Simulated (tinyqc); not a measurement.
From results back to parameters: phonon-assisted absorption at an indirect gap. Five cases, with inputs chosen for the exercise.

Problem. A slab transmits Tr = (1 - R)^2 x/(1 - R^2 x^2) with x = exp(-alpha d) and R = ((nr - 1)/(nr + 1))^2.

Find: x; alpha.

Method. Tr R^2 x^2 + (1 - R)^2 x - Tr = 0; take the positive root, then alpha = -ln(x)/d.

Case 1.

Values chosen (out of a larger set: loosely those of Si at room temperature; Eg is not tied to T; not measured data): nr = 3.64 (refractive index); d = 7.3 micrometre (thickness).

Tr = 0.335525

Solution.

x = 0.6963
alpha = 496 1/cm

Case 2.

Values chosen (out of a larger set: loosely those of SiGe at room temperature; Eg is not tied to T; not measured data): nr = 3.85 (refractive index); d = 190 micrometre (thickness).

Tr = 0.00847869

Solution.

x = 0.01978
alpha = 206 1/cm

Case 3.

Values chosen (out of a larger set: loosely those of Si at room temperature; Eg is not tied to T; not measured data): nr = 3.59 (refractive index); d = 280 micrometre (thickness).

Tr = 0.000102932

Solution.

x = 0.0002216
alpha = 301 1/cm

Case 4.

Values chosen (out of a larger set: loosely those of SiC at room temperature; Eg is not tied to T; not measured data): nr = 2.8 (refractive index); d = 25 micrometre (thickness).

Tr = 0.133088

Solution.

x = 0.2207
alpha = 604 1/cm

Case 5.

Values chosen (out of a larger set: loosely those of SiC at room temperature; Eg is not tied to T; not measured data): nr = 2.79 (refractive index); d = 12 micrometre (thickness).

Tr = 0.228599

Solution.

x = 0.3760
alpha = 815 1/cm

Computed by tinyqc, one run a case: `OMP_NUM_THREADS=1 python tinyqc.py N N+1 out.jsonl` with N = 1680753, 1680776, 1680814, 1680896, 1680935; one thread of a shared Intel(R) Xeon(R) Processor @ 2.30GHz, about 0.01 s a run at most.
